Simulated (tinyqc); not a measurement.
Wafer bonding and layer transfer: bond energy, gap closing, particles, bonding of dissimilar wafers and hydrogen blisters: one step, computed by the program tinyqc.

gamma is the energy per area of each of the two surfaces; plates are isotropic, and both wafers have E1 and t1.

Problem. Blistering after hydrogen implantation. A flat crack of radius r under a layer of thickness d, as a clamped plate: centre height w = 3 p r^4/(16 E' d^3), volume pi r^2 w/3, energy release G = 3 p^2 r^4/(32 E' d^3), E' = E1/(1 - nu^2). It grows when G = 2 gamma_s. The gas comes from the area pi r^2: p V = (dose x share/2) pi r^2 k_B T, and G = p w/2 = (3/2) N k_B T with N the H2 molecules per area. Share needed: G = 2 gamma_s. The pressure and height at growth are given for r = 10 d.

Inputs (values chosen for the exercise, with wafer 1 close to silicon):
```
quantity                                      value        unit
Young's modulus E1                              139         GPa
Poisson ratio nu                               0.25           -
implant depth d                                0.39  micrometre
hydrogen dose                                   7.3   1e16/cm^2
share of the dose released as H2                0.2           -
surface energy of the weakened plane gamma_s   0.75       J/m^2
anneal temperature T                            650           K
```

Constants: k_B = 1.380649e-23 J/K.

Give: energy release G; share of the dose needed; pressure at growth; height at growth.

Solution.

energy release G = 0.9827 J/m^2

share of the dose needed = 0.3053

pressure at growth = 24.66 MPa

height at growth = 121.6 nm

The released gas does not suffice by this estimate. In this plate limit G depends on neither r nor d.
